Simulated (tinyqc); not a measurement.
# Saturation velocity and mobility from two gate lengths

Problem. Isat = Cox vsat Vg (x - 1)/(x + 1) per width, x = sqrt(1 + 2 mu Vg/(m vsat L)), with no series resistance and the same overdrive Vg and mu at both lengths. Find vsat and mu.

Parameters, values chosen for the exercise: gate capacitance Cox = 0.62 uF/cm^2; body factor m = 1.17.

Vg = 1.19 V
Isat at L = 0.1 and 0.3 um (uA/um): [303.64982, 182.56544]

Solution. The ratio of the currents depends on c = 2 mu Vg/(m vsat) alone and falls steadily from L2/L1 to 1 as c grows, so it fixes c; either current then gives vsat.

vsat = 8.90e6 cm/s
mu = 280 cm^2/(V s)

Numbers from tinyqc (`OMP_NUM_THREADS=1 python tinyqc.py 2500144 2500145 out.jsonl`; about 0.01 s on one thread of a shared Intel Xeon 2.30GHz).
